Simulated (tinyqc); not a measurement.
Changing the applied field E: Landau-Devonshire theory of a uniaxial ferroelectric. Computed by tinyqc, a small Python program. Command: `OMP_NUM_THREADS=1 python tinyqc.py 3025887 3025888 out.jsonl ferro sweep`. One thread of a shared host (Intel(R) Xeon(R) Processor @ 2.30GHz), about 0.01 s of CPU time with the checks.

G(P) = (alpha/2) P^2 + (beta*/4) P^4 + (gamma/6) P^6 - E P per volume, SI units, one domain, P along the polar axis, which is normal to the film.

Inputs (values chosen for the exercise, modelled on barium titanate):
```
quantity                         value         unit
alpha_0                         665000  J m/(C^2 K)
Curie-Weiss temperature T0         381            K
beta                         -7.73e+08    J m^5/C^4
gamma                         1.71e+10    J m^9/C^6
temperature T                      331            K
misfit strain u_m               -0.011            -
electrostriction Q12            -0.043      m^4/C^2
compliance s11 + s12           5.6e-12        m^2/N
start of Newton steps P0/Ps          2            -
```

Sample: epitaxial film.

Constants: eps_0 = 8.8541878128e-12 F/m.

Method:
- alpha = alpha_0 (T - T0*), with clamping: T0* = T0 + 4 Q12 u_m/(alpha_0 (s11 + s12)), beta* = beta + 4 Q12^2/(s11 + s12).
- Ps^2 = [-beta* + sqrt(beta*^2 - 4 alpha gamma)]/(2 gamma).
- chi = 1/(eps_0 G''), G'' = alpha + 3 beta* P^2 + 5 gamma P^4 at Ps. Ps, chi and the coercive field are for perfect screening, without a depolarising field. The intrinsic coercive field is |alpha P + beta* P^3 + gamma P^5| at the P_c where G'' = 0. 1 C/m^2 = 100 microcoulomb/cm^2.
- Solve G'(P) = alpha P + beta* P^3 + gamma P^5 - E = 0 by P(new) = P - G'/G'' from P0; stop when the step is below 1e-11 C/m^2 (G' under 1e-6 MV/m is shown as 0).

One run for each value:
```
applied field E (MV/m)  P at the end of the steps (microcoulomb/cm^2)  1/(eps_0 G'') there
1.0                                                             36.43                83.49
1.9                                                             36.50                82.77
3.8                                                             36.63                81.29
7.3                                                             36.88                78.74
14.0                                                            37.34                74.34
27.0                                                            38.15                67.27
53.0                                                            39.57                56.97
100.0                                                           41.68                45.29
200.0                                                           45.04                32.43
```

Describe and explain the trends.

Over the rows, P at the end of the steps (microcoulomb/cm^2) rises from 36.4 to 45.0 (exponent d ln y / d ln x 0.0028 between the first rows and 0.11 between the last); 1/(eps_0 G'') there falls from 83.5 to 32.4 (exponent d ln y / d ln x -0.014 between the first rows and -0.48 between the last). At the low end the exponent of 1/(eps_0 G'') there is -0.01, close to 0: the linear regime.

Caution (all rows): the strain shifts T0 by more than 500 K here, which is beyond the range where constant coefficients hold. Caution (all rows): far below T0* the expansion with linear alpha(T) is only a fit.
